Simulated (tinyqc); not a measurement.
Changing the static constant of the insulator eps_0s: scattering of inversion-layer electrons by surface optical phonons of the gate insulator (remote phonon scattering). Computed by tinyqc, a small Python program. Command: `OMP_NUM_THREADS=1 python tinyqc.py 3112099 3112100 out.jsonl sophonon sweep`. One thread of a shared host (Intel(R) Xeon(R) Processor @ 2.30GHz), about 0.02 s of CPU time with the checks.

One subband with the Fang-Howard envelope; insulator and channel are half-spaces, the gate is far away, and an interlayer only moves the polar surface away by t (its own modes and its permittivity contrast are left out).

Inputs (values chosen for the exercise, modelled on AlN on silicon):

| quantity | value | unit |
|---|---|---|
| intermediate constant eps_i | 7.26 | - |
| optical constant eps_inf | 4.8 | - |
| hbar omega_TO1 | 79.1 | meV |
| hbar omega_TO2 | 87.4 | meV |
| constant of the channel eps_s | 11.7 | - |
| in-plane mass m | 0.194 | m_0 |
| valleys g_v | 2 | - |
| sheet density n | 7.2e+11 | 1/cm^2 |
| mean distance of the electrons z0 = 3/b | 1.6 | nm |
| interlayer thickness t | 0 | nm |
| temperature T | 300 | K |
| mobility from other processes | 200 | cm^2/(V s) |

Screening by the channel electrons: none.

Constants: k_B = 8.617333262e-05 eV/K; hbar^2/(2 m_0) = 3.80998212 eV angstrom^2; e^2/(4 pi eps_0) = 14.39964548 eV angstrom; hbar = 6.582119569e-16 eV s; e = 1.602176634e-19 C; m_0 = 9.1093837015e-31 kg.

Method:
- eps(w) = eps_inf + (eps_0s - eps_i) w1^2/(w1^2 - w^2) + (eps_i - eps_inf) w2^2/(w2^2 - w^2). Surface modes solve eps(w) + eps_s = 0, a quadratic in w^2; the strength of a mode is g = 2/(w d eps/dw).
- Occupation N = 1/(exp(hbar w/(k_B T)) - 1).
- Density of states D = g_v m/(pi hbar^2); eta = E_F/(k_B T) = ln(exp(n/(D k_B T)) - 1); screening wave number q_s = e^2 D/(2 eps_0 eps_avg) x 1/(1 + exp(-eta)), eps_avg = (eps_s + eps_inf)/2; b = 3/z0.
- For a mode of strength g, without the occupation factor, Area x |M(q)|^2 = e^2 hbar w g/(2 eps_0 q) x (b/(b + q))^6 exp(-2 q t).
- Approximate momentum relaxation rate, taking tau v alike in the initial and final states: 1/tau = (m/(2 pi hbar^3)) sum over modes and over absorption (N, E' = E + hbar w) and emission (N + 1, E' = E - hbar w > 0) of [(1 - f(E'))/(1 - f(E))] int_0^(2 pi) Area |M(q)|^2 (1 - cos theta) d theta, q^2 = k^2 + k'^2 - 2 k k' cos theta, f the Fermi function; 48 midpoints in theta from 0 to pi.
- mu = (e/m) int tau E f (1 - f) dE/(k_B T int f dE), by 300 midpoints from 0 to (max(eta, 0) + 14) k_B T; Matthiessen sum with the other processes.

One run for each value:

| static constant of the insulator eps_0s | remote-phonon mobility (cm^2/(V s)) | loss of mobility (%) |
|---|---|---|
| 7.6 | 1.1862e+05 | 0.16832 |
| 10.0 | 7.7027e+04 | 0.25898 |
| 14.0 | 6.7842e+04 | 0.29394 |
| 18.0 | 7.2662e+04 | 0.27449 |
| 25.0 | 9.3859e+04 | 0.21263 |
| 33.0 | 1.3575e+05 | 0.14711 |
| 45.0 | 2.3441e+05 | 0.08525 |
| 60.0 | 4.4564e+05 | 0.04486 |

Over the rows, remote-phonon mobility (cm^2/(V s)) goes from 119000 through a minimum among these rows, 67800 at 14.0, to 446000; loss of mobility (%) goes from 0.168 through a maximum among these rows, 0.294 at 14.0, to 0.0449. The strengths add up to 1/(eps_s + eps_inf) - 1/(eps_s + eps_0s), which levels off as eps_0s grows, while the lower surface mode moves up.

Caution (all rows): a relaxation time is only an approximation for inelastic scattering, and static or no screening brackets the true dynamic screening only roughly.

Extremes, crossings and ranges named in words are read from the listed rows.
